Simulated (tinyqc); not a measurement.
What each parameter does: alloy A(1-x)B(x) by interpolation with bowing.

Each gap follows E(x) = (1 - x) E_A + x E_B - C x (1 - x); the lattice constant follows Vegard, a(x) = (1 - x) a_A + x a_B.

Mass at Gamma from the Kane formula 1/m = F + Ep (Eg + 2 Dso/3)/(Eg (Eg + Dso)). F is fixed by the masses of A and B and interpolated linearly, as is Ep; Eg and Dso carry their bowing.

Values chosen for the exercise (A near AlAs, B near GaAs; the results hold for these values, not for the real material): Eg = (3.143, 1.529) eV (gap at Gamma to the s-like level of A, B); EgX = (2.234, 1.958) eV (gap to the lowest valley along Gamma-X of A, B); EgL = (2.455, 1.8) eV (gap to L of A, B); C = (0.366, 0.06, 0) eV (bowing of the Gamma, X and L gaps); x = 0.15 (fraction of B); Dso = (0.28, 0.344) eV (spin-orbit splitting of A, B); Ep = (21.1, 25.6) eV (Kane energy of A, B); me = (0.1509, 0.0672) m0 (electron mass at Gamma of A, B); Cs = 0 eV (bowing of Dso).

Gaps at x and the Kane mass.

One parameter was then changed.

Results before and after:

| case | Gamma (eV) | X (eV) | L (eV) | mass (m0) |
|---|---|---|---|---|
| base | 2.8542 | 2.1850 | 2.3567 | 0.1360 |
| changed | 2.8542 | 2.1702 | 2.3567 | 0.1360 |

Which of these changes was made? (a) EgL = (2.332, 1.8) eV; (b) Cs = 0.05 eV; (c) Ep = (23.2, 28.2) eV; (d) x = 0.19; (e) EgX = (2.234, 1.86) eV; (f) Eg = (3.3, 1.529) eV; (g) C = (0.466, 0.16, 0.1) eV.

Answer: (e) EgX = (2.234, 1.86) eV. Of the candidates, run in turn, only this one gives the changed row.

All candidates:

| case | Gamma (eV) | X (eV) | L (eV) | mass (m0) |
|---|---|---|---|---|
| base | 2.8542 | 2.1850 | 2.3567 | 0.1360 |
| x = 0.19 | 2.7800 | 2.1723 | 2.3306 | 0.1322 |
| C = (0.466, 0.16, 0.1) eV | 2.8415 | 2.1722 | 2.3440 | 0.1354 |
| Eg = (3.3, 1.529) eV | 2.9877 | 2.1850 | 2.3567 | 0.1372 |
| EgX = (2.234, 1.86) eV | 2.8542 | 2.1702 | 2.3567 | 0.1360 |
| EgL = (2.332, 1.8) eV | 2.8542 | 2.1850 | 2.2522 | 0.1360 |
| Ep = (23.2, 28.2) eV | 2.8542 | 2.1850 | 2.3567 | 0.1370 |
| Cs = 0.05 eV | 2.8542 | 2.1850 | 2.3567 | 0.1359 |

Computed by tinyqc, a small Python program: `OMP_NUM_THREADS=1 python tinyqc.py 1050669 1050670 out.jsonl` (the numbers bound the seed that draws the inputs); one thread of a shared host (Intel(R) Xeon(R) Processor @ 2.30GHz), about 0.01 s for the whole set of steps.
